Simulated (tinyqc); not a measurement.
Peierls distortion of a half-filled chain: one step. The equilibrium distortion. Four cases, with inputs chosen for the exercise.

Problem. dE/du = 0 gives 1 = (4 al^2/K) mean(sin^2 x/|E|); solve with the exact mean, and compare with the weak-coupling form D = 8 t exp(-1 - 1/(2 lambda)).

Atoms move by +/- u, so bonds change by -/+ 2u and hoppings are t +/- 2 al u. Bands E = -/+ sqrt((2 t cos x)^2 + D^2 sin^2 x) with D = 4 al u, x = k a in (0, pi/2); the gap is 2D. Energy per atom at zero temperature: E(u) = -mean_x sqrt(...) + 2 K u^2; exactly, the mean is (4t/pi) E(1 - z^2), z = D/2t, E the complete elliptic integral of the second kind with parameter m. Coupling lambda = 2 al^2/(pi t K).

Case 1.

Values chosen: t = 2.81 eV (hopping of the even chain); al = 4.8 eV/angstrom (change of hopping with bond length); K = 19.9 eV/angstrom^2 (spring constant of a bond).

Case 2.

Values chosen: t = 2.89 eV (hopping of the even chain); al = 3.6 eV/angstrom (change of hopping with bond length); K = 16.3 eV/angstrom^2 (spring constant of a bond).

Case 3.

Values chosen: t = 2.26 eV (hopping of the even chain); al = 6.4 eV/angstrom (change of hopping with bond length); K = 61.4 eV/angstrom^2 (spring constant of a bond).

Case 4.

Values chosen: t = 2.21 eV (hopping of the even chain); al = 5 eV/angstrom (change of hopping with bond length); K = 26.3 eV/angstrom^2 (spring constant of a bond).

Give: lambda; u0; gap 2D; gap, weak coupling; E(u0) - E(0) per atom.

Solution.

Case 1.

lambda = 0.2623
u0 = 0.0683 angstrom
gap 2D = 2.623 eV
gap, weak coupling = 2.459 eV
E(u0) - E(0) per atom = -46.02 meV

Long and short bonds differ by 4 u0 = 0.2733 angstrom. The weak-coupling gap is 0.937 of the full one. The gain is far smaller than the gap, since only states near the zone edge move.

Case 2.

lambda = 0.1751
u0 = 0.0345 angstrom
gap 2D = 0.993 eV
gap, weak coupling = 0.979 eV
E(u0) - E(0) per atom = -6.70 meV

Long and short bonds differ by 4 u0 = 0.1379 angstrom. The weak-coupling gap is 0.986 of the full one. The gain is far smaller than the gap, since only states near the zone edge move.

Case 3.

lambda = 0.1879
u0 = 0.0185 angstrom
gap 2D = 0.948 eV
gap, weak coupling = 0.930 eV
E(u0) - E(0) per atom = -7.77 meV

Long and short bonds differ by 4 u0 = 0.0740 angstrom. The weak-coupling gap is 0.981 of the full one. The gain is far smaller than the gap, since only states near the zone edge move.

Case 4.

lambda = 0.2738
u0 = 0.0564 angstrom
gap 2D = 2.255 eV
gap, weak coupling = 2.095 eV
E(u0) - E(0) per atom = -42.92 meV

Long and short bonds differ by 4 u0 = 0.2255 angstrom. The weak-coupling gap is 0.929 of the full one. The gain is far smaller than the gap, since only states near the zone edge move.

Computed by tinyqc, one run a case: `OMP_NUM_THREADS=1 python tinyqc.py N N+1 out.jsonl` with N = 1652134, 1652324, 1680020, 1680489; one thread of a shared Intel(R) Xeon(R) Processor @ 2.30GHz, about 0.08 s a run at most.
